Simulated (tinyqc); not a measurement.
Ellipsometry and reflectance of a transparent film on an absorbing substrate: effect of the angle of incidence.

Air (index 1), film, substrate with N2 = n2 - i k2; time factor exp(+i w t). q_j = sqrt(N_j^2 - sin^2 th), root with positive real part. Fresnel coefficients r_s = (q_a - q_b)/(q_a + q_b), r_p = (N_b^2 q_a - N_a^2 q_b)/(N_b^2 q_a + N_a^2 q_b). tan(Psi) exp(i Delta) = R_p/R_s, Delta taken from 0 to 360 degrees.

beta = 2 pi d q1/lam, X = exp(-2 i beta), R = (r01 + r12 X)/(1 + r01 r12 X) for p and s. dDelta/dd is the derivative of Delta; period lam/(2 q1).

Parameters, values chosen for the exercise; indices close to those of aluminium oxide on silicon: wavelength lam = 546.1 nm; index of the transparent film n1 = 1.669; film thickness d = 5.6 nm; index of the substrate n2 = 4.086; extinction coefficient of the substrate k2 = 0.031.

Result of one run:
```
th (degrees)	Psi (degrees)	Delta (degrees)	|R_p|^2	|R_s|^2	dDelta/dd (degrees/nm)	period (nm)
50	32.181	175.60	0.20656	0.52164	-0.74811	184.14
```

What becomes of these results when the angle of incidence th is changed from 50 to 70 degrees, all else the same?

Result of the changed run:
```
th (degrees)	Psi (degrees)	Delta (degrees)	|R_p|^2	|R_s|^2	dDelta/dd (degrees/nm)	period (nm)
70	12.460	159.65	0.034500	0.70658	-3.3115	197.96
```

The whole series:
```
th (degrees)	Psi (degrees)	Delta (degrees)	|R_p|^2	|R_s|^2	dDelta/dd (degrees/nm)	period (nm)
50	32.181	175.60	0.20656	0.52164	-0.74811	184.14
55	28.722	174.12	0.16792	0.55922	-0.99791	187.77
60	24.464	171.94	0.12467	0.60226	-1.3649	191.38
65	19.148	168.22	0.078512	0.65123	-1.9824	194.83
70	12.460	159.65	0.034500	0.70658	-3.3115	197.96
75	5.1628	117.31	0.0062759	0.76877	-5.2036	200.61
80	10.973	23.721	0.031511	0.83820	3.1952	202.64
85	26.346	7.1006	0.22446	0.91521	1.1192	203.91
```

Psi goes from 32.2 through a minimum of 5.16 (at th = 75 among the rows listed) to 26.3 degrees and |R_p|^2 goes from 0.207 through a minimum of 0.00628 (at th = 75 among the rows listed) to 0.224. The slope of Delta is largest in size, 5.20 degrees/nm, at th = 75 among the rows. The bare substrate has its smallest |R_p| near arctan(n2) = 76.2 degrees.

Program tinyqc, `OMP_NUM_THREADS=1 python tinyqc.py 2870185 2870186 out.jsonl`; Intel Xeon 2.30GHz, shared host, one thread, about 0.01 s.
